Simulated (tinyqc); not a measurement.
Phonon polaritons: single-oscillator infrared dielectric function of a polar cubic crystal. Computed by tinyqc, a small Python program. Command: `OMP_NUM_THREADS=1 python tinyqc.py 3014556 3014557 out.jsonl infrared walk`. One thread of a shared host (Intel(R) Xeon(R) Processor @ 2.30GHz), about 0.01 s of CPU time with the checks.

One ion pair, charges +Z* and -Z*, in a cell of volume Omega = a^3/4. Frequencies omega are given as wavenumbers (1/cm); eps_s is the static dielectric constant.

Inputs (values chosen for the exercise, modelled on sodium chloride):
```
quantity            value      unit
lattice constant a   5.64  angstrom
mass M_A            22.99         u
mass M_B            35.45         u
omega_TO              165      1/cm
Born charge Z*       1.14         e
eps_inf              2.29         -
```

Structure: rock salt. Free carriers: absent.

Constants: nu for 1 eV/(angstrom^2 u) = 15.6333042 THz; 1 THz = 33.35640952 1/cm; e^2/(4 pi eps_0) = 14.39964548 eV angstrom.

Method. mu = M_A M_B/(M_A + M_B); ionic plasma term W^2 = 4 pi Z*^2 (e^2/(4 pi eps_0))/(Omega mu) in eV/(angstrom^2 u), turned into 1/cm by W = 15.6333042 x 33.35640952 x sqrt(W^2); omega_LO^2 = omega_TO^2 + W^2/eps_inf; eps_s = eps_inf + W^2/omega_TO^2; Szigeti charge 3 Z*/(eps_inf + 2); longitudinal (Callen) charge Z*/eps_inf. Transverse waves without damping obey Q^2 = omega^2 eps(omega), Q = wave vector/(2 pi) in 1/cm: eps_inf omega^4 - (eps_inf omega_LO^2 + Q^2) omega^2 + Q^2 omega_TO^2 = 0.

eps_s = 6.04527

omega_LO = 268.086 1/cm

Branches (1/cm):
```
Q     lower branch  upper branch  Q/sqrt(eps_s)  Q/sqrt(eps_inf)
41           16.62         268.9           16.7             27.1
120          47.49         275.5           48.8             79.3
240          87.54         298.9           97.6            158.6
410         124.04         360.4          166.8            270.9
610         143.89         462.2          248.1            403.1
1000        156.73         695.7          406.7            660.8
2000        162.90        1338.7          813.4           1321.6
4100        164.50        2717.6         1667.5           2709.4
```

What follows from these numbers?

The lower branch starts as light slowed by sqrt(eps_s) (0.997 of that line) and ends at 0.997 omega_TO; the upper starts at 1.003 omega_LO and ends at 1.003 of the light line with eps_inf. No branch lies between omega_TO and omega_LO.
